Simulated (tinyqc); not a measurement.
Chemical vapour deposition: Grove model, boundary layer, depletion and step coverage: one step, computed by the program tinyqc. Command: `OMP_NUM_THREADS=1 python tinyqc.py 3016141 3016142 out.jsonl cvd walk`. One thread of a shared host (Intel(R) Xeon(R) Processor @ 2.30GHz), about 0.01 s of CPU time with the checks.

A precursor diffuses to the surface and reacts there at first order; each molecule that reacts adds one formula unit of film.

Task: Gas-phase and surface constants. k_s = k0 exp(-E/(k_B T)); C_g = Y p/(k_B T), 1 torr = 133.322 Pa; D = D0 (T/273.15)^1.75 (760/p). Temperatures in kelvin are T(C) + 273.15. Mean speed c = sqrt(8 k_B T/(pi M)); reactive sticking probability beta = 4 k_s/c.

Inputs (values chosen for the exercise, close to those used for silicon nitride (counted as SiN4/3)):
```
quantity                                       value    unit
prefactor k0 of k_s                          5.2e+08    cm/s
activation energy E                             1.85      eV
temperature T                                    740       C
total pressure p                                 0.1    torr
mole fraction of the precursor Y                0.14       -
gas diffusivity D0 at 273.15 K and 760 torr     0.41  cm^2/s
precursor mass M                                 101       u
```

Reactor: wafer stack, low pressure.

Constants: k_B = 1.380649e-23 J/K; u = 1.6605390666e-27 kg; k_B = 8.617333262e-05 eV/K.

Give: surface rate constant k_s; precursor density C_g; gas diffusivity D; mean speed c; sticking probability beta.

Result:

surface rate constant k_s = 0.3262 cm/s

precursor density C_g = 1.334e+14 1/cm^3

gas diffusivity D = 30890 cm^2/s

mean speed c = 46085 cm/s

sticking probability beta = 2.831e-05
